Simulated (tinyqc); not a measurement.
CCD on RHF in the sto-3g basis, for H3+, spin multiplicity 1, step by step. One step of it, computed by the program tinyqc.

Question. CCD: starting amplitudes. t_ij^ab = <ij||ab> / (e_i + e_j - e_a - e_b), whose energy is MP2.

orbital energies (hartree): [-1.041331, -0.228254, 0.057323]

Two-electron integrals over orbitals (pq|rs), unique and non-zero (hartree):
```
(11|11) 0.566097    (21|11) -0.015951   (21|21) 0.143212    (22|11) 0.521218
(22|21) 0.039347    (22|22) 0.605281    (31|11) 0.040982    (31|21) 0.002105
(31|22) -0.068435   (31|31) 0.143696    (32|11) 0.003523    (32|21) -0.107702
(32|22) -0.018717   (32|31) -0.031193   (32|32) 0.101187    (33|11) 0.569153
(33|21) -0.043547   (33|22) 0.491995    (33|31) 0.089567    (33|32) 0.016882
(33|33) 0.628903
```

Give: Starting amplitudes; correlation energy.

Answer.

Starting amplitudes (spin orbitals 1a, 1b, ...; amplitudes related by a flip of all spins are not repeated):
```
from      to        t
1a 1b  2a 2b  -0.0881
1a 1b  3a 3b  -0.0654
1a 1b  2a 3b  -0.0011
```

correlation energy = -0.022014 hartree
